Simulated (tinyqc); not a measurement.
Inside a calculation. Model: correction of a charged-defect supercell by a model charge and potential alignment (plane-averaged potentials). Computed by tinyqc, a small Python program that keeps every step. Command: `OMP_NUM_THREADS=1 python tinyqc.py 3111676 3111677 out.jsonl align walk`. One thread of a shared host (Intel(R) Xeon(R) Processor @ 2.30GHz), about 0.01 s of CPU time with the checks. Intermediate numbers are printed to about 7 digits and carried at full precision; extremes and crossings named in words are read from the listed rows.

The "true" defect charge is (1 - x) q in a Gaussian of width sigma plus x q in one of width sigma_t, so the exact answer is known; the correction sees only a single model Gaussian of width sigma_m. A Gaussian of width s has the transform rho(G) = exp(-G^2 s^2/2), normalised to 1. A uniform background cancels q, so G = 0 is left out. Potentials are those felt by a unit positive charge. E_0 is the formation energy of the isolated defect, E_cell its value in the supercell, E_lat = E_iso - E_per of the model charge, C the true less the model potential far from the defect; the exact correction is E_0 - E_cell, and the error of a scheme is E_cell plus its correction less E_0.

Inputs (values chosen for the exercise, with screening close to that of GaAs):
```
quantity                                     value      unit
defect charge q                                  3         e
dielectric constant eps                       13.2         -
edge of the cubic cell L                      10.6  angstrom
width sigma of the true defect charge         0.83  angstrom
width sigma_m of the model charge             0.72  angstrom
share x of the charge in a wide tail             0         -
width sigma_t of the tail                      1.5  angstrom
formation energy of the isolated defect E_0   2.45        eV
```

Constants: e^2/(4 pi eps_0) = 14.39964548 eV angstrom.

## The supercell energy and its true error

Periodic energy E_per = (2 pi q^2/(eps L^3)) (e^2/(4 pi eps_0)) sum_(G != 0) rho(G)^2/G^2, G = (2 pi/L)(n1, n2, n3), |n_i| <= 16. Isolated energy: two Gaussians of charges q_a, q_b and widths a, b interact by q_a q_b (e^2/(4 pi eps_0 eps)) sqrt(2/pi)/sqrt(a^2 + b^2), and the self-energy is half the sum over pairs. Supercell value E_cell = E_0 + E_per - E_iso for the true charge.

E_iso, true charge = 3.336855 eV

E_per, true charge = 2.058554 eV

E_cell = 1.171699 eV

exact correction = 1.278301 eV

## Lattice energy of the model charge

E_lat = E_iso - E_per for the model charge; point-charge value alpha q^2 e^2/(4 pi eps_0 eps 2 L) with alpha = 2.837297.

E_iso, model = 3.846652 eV

E_per, model = 2.559521 eV

E_lat = 1.287132 eV

point-charge value = 1.313982 eV

## Plane-averaged potentials

Plane-averaged potential at distance z from the defect: V(z) = (4 pi q/(eps L^3)) (e^2/(4 pi eps_0 e)) sum_(m != 0) rho(G_m) cos(G_m z)/G_m^2, G_m = 2 pi m/L, |m| <= 40.

Potentials (V):
```
z/L   z (angstrom)        true       model   difference
0.00          0.00   0.2140106   0.2271289  -0.01311837
0.05          0.53   0.1949580   0.2047146  -0.00975658
0.10          1.06   0.1460993   0.1494480  -0.00334869
0.15          1.59   0.0846480   0.0836707   0.00097731
0.20          2.12   0.0243122   0.0217602   0.00255198
0.25          2.65  -0.0285781  -0.0314713   0.00289325
0.30          3.18  -0.0721719  -0.0751113   0.00293940
0.35          3.71  -0.1061154  -0.1090588   0.00294341
0.40          4.24  -0.1303636  -0.1333072   0.00294364
0.45          4.77  -0.1449126  -0.1478563   0.00294365
0.50          5.30  -0.1497623  -0.1527060   0.00294365
```

The difference moves by 0.00 mV between z/L = 0.4 and 0.5: a plateau.

## Alignment and corrected energy

C = difference at z = L/2; E_corr = E_cell + E_lat - q C. For charges that have died out at L/2, C = (2 pi q/(eps L^3)) (e^2/(4 pi eps_0 e)) (<s^2> - sigma_m^2), <s^2> = (1 - x) sigma^2 + x sigma_t^2.

alignment C = 0.002943647 V

C, closed form = 0.002943647 V

E_corr = 2.450000 eV

error with alignment (rounded to 1e-4 meV) = 0 meV

error without alignment = 8.830942 meV

error with the point-charge term alone = 35.68093 meV

error without correction = -1278.301 meV

Errors are measured against E_0. Alignment cuts the error of the model charge from 8.8 to below 0.001 meV.

## Errors against cell size

Schemes: none; point-charge term alpha q^2 e^2/(4 pi eps_0 eps 2 L), alpha = 2.837297; E_lat of the model; E_lat - q C with C at z = L/2.

Error against E_0 (meV):
```
L (angstrom)       none  point charge  model charge  model and alignment
7.42          -1773.090      104.0264      25.74619          0.002915075
9.01          -1487.760       58.1005      14.37971          0.000012423
10.60         -1278.301       35.6809       8.83094          0.000000023
12.70         -1075.963       20.7463       5.13468          0.000000000
```

Between the last two rows the uncorrected error scales as L^-0.95 and the point-charge remainder as L^-3.00. With alignment the error is 0.0 meV in the smallest cell and 0.00 meV in the largest.

Checks made by the program: E_lat against the point-charge value less 2 pi q^2 sigma_m^2 e^2/(4 pi eps_0 eps L^3) (relative difference 2e-07).
